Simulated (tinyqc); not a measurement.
Which rule serves at which density: Fermi-Dirac statistics of conduction electrons.

F_j(eta) = (1/Gamma(j + 1)) integral_0^infinity x^j dx/(1 + exp(x - eta)), which tends to exp(eta) for eta << 0.

With u = n/Nc: Boltzmann eta = ln u; Joyce-Dixon eta = ln u + u/sqrt(8) - 4.95009e-3 u^2 + 1.48386e-4 u^3 - 4.42563e-6 u^4; Nilsson eta = ln u/(1 - u^2) + v/(1 + (0.24 + 1.08 v)^-2) with v = (3 sqrt(pi) u/4)^(2/3); fully degenerate limit eta = v; exact: F_1/2(eta) = u.

Values chosen for the exercise: u_scale = 0.77 (factor on the ladder of u).

u runs over u_scale times 0.01, 0.03, 0.1, 0.3, 1, 2, 4, 8, 15, 30. Errors are rule minus exact, in kT.

eta and errors:

| u | eta exact | Boltzmann | Joyce-Dixon | Nilsson | degenerate |
|---|---|---|---|---|---|
| 0.00770 | -4.864 | -0.003 | 0.000 | 0.001 | 4.911 |
| 0.0231 | -3.760 | -0.008 | 0.000 | 0.000 | 3.858 |
| 0.0770 | -2.537 | -0.027 | 0.000 | -0.002 | 2.756 |
| 0.231 | -1.384 | -0.081 | 0.000 | -0.005 | 1.839 |
| 0.770 | 0.008 | -0.269 | 0.000 | 0.001 | 1.008 |
| 1.54 | 0.965 | -0.533 | 0.000 | 0.005 | 0.647 |
| 3.08 | 2.171 | -1.046 | 0.000 | 0.001 | 0.388 |
| 6.16 | 3.837 | -2.019 | -0.001 | -0.005 | 0.225 |
| 11.6 | 6.038 | -3.591 | -0.018 | -0.006 | 0.140 |
| 23.1 | 9.721 | -6.581 | -0.486 | -0.003 | 0.085 |

Within 0.05 kT: Boltzmann up to u = 0.077, Joyce-Dixon up to u = 11.6 of those listed. Nilsson never errs by more than 0.006 kT. The degenerate limit is still off by +0.085 kT at the last row, since it leaves out the thermal term -pi^2/(12 eta) = -0.085. Boltzmann always falls short, because it lets more than one electron into a state.

Program tinyqc; command `OMP_NUM_THREADS=1 python tinyqc.py 1680425 1680426 out.jsonl`; about 0.01 s on one thread of a shared Intel(R) Xeon(R) Processor @ 2.30GHz.
